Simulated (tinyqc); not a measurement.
Reaction control against transport control: chemical vapour deposition: Grove model, boundary layer, depletion and step coverage. Computed by tinyqc, a small Python program. Command: `OMP_NUM_THREADS=1 python tinyqc.py 3017648 3017649 out.jsonl cvd walk`. One thread of a shared host (Intel(R) Xeon(R) Processor @ 2.30GHz), about 0.01 s of CPU time with the checks.

A precursor diffuses to the surface and reacts there at first order; each molecule that reacts adds one formula unit of film.

Inputs (values chosen for the exercise, close to those used for epitaxial silicon from a chlorosilane):
```
quantity                                            value                unit
prefactor k0 of k_s                               4.3e+06                cm/s
activation energy E                                  1.84                  eV
temperature T                                        1050                   C
total pressure p                                      760                torr
mole fraction of the precursor Y                   0.0037                   -
gas diffusivity D0 at 273.15 K and 760 torr          0.27              cm^2/s
film density N                                      5e+22  formula units/cm^3
gas velocity U                                         15                cm/s
kinematic viscosity nu0 at 273.15 K and 760 torr     0.42              cm^2/s
susceptor length L                                     35                  cm
channel height b                                      6.7                  cm
```

Reactor: horizontal, atmospheric.

Constants: k_B = 8.617333262e-05 eV/K; k_B = 1.380649e-23 J/K.

Method:
- k_s = k0 exp(-E/(k_B T)); C_g = Y p/(k_B T), 1 torr = 133.322 Pa; D = D0 (T/273.15)^1.75 (760/p).
- nu = nu0 (T/273.15)^1.75 (760/p); Re = U L/nu; mean boundary layer delta = (2/3) L/sqrt(Re), at most b/2; h_g = D/delta.
- Fluxes in series: C_s = C_g/(1 + k_s/h_g); growth rate G = k_s h_g/(k_s + h_g) C_g/N; 1 cm/s = 6e8 nm/min.
- Temperatures in kelvin are T(C) + 273.15.

Rates:
```
T (C)  k_s (cm/s)  h_g (cm/s)  G (nm/min)  reaction limit (nm/min)  transport limit (nm/min)
850        0.0238      1.4097        6.80                     6.91                    408.98
900        0.0536      1.4645       14.35                    14.88                    406.76
950        0.1127      1.5189       27.96                    30.03                    404.64
1000       0.2238      1.5731       50.14                    57.27                    402.62
1050       0.4217      1.6270       82.48                   103.86                    400.69
1100       0.7590      1.6807      124.08                   180.11                    398.83
1150       1.3107      1.7341      170.92                   300.10                    397.05
1200       2.1810      1.7873      217.28                   482.43                    395.34
1250       3.5100      1.8403      258.28                   750.89                    393.70
```

What follows from these numbers?

The apparent activation energy of G is 1.70 eV between the first rows and 0.67 eV between the last, against E = 1.84 eV. k_s passes h_g between 1150 and 1200 C, where control shifts from the surface to the gas. In the reaction limit the slope is E - k_B T, because C_g falls as 1/T; any further lowering comes from transport.

Extremes, crossings and ranges named in words are read from the listed rows.
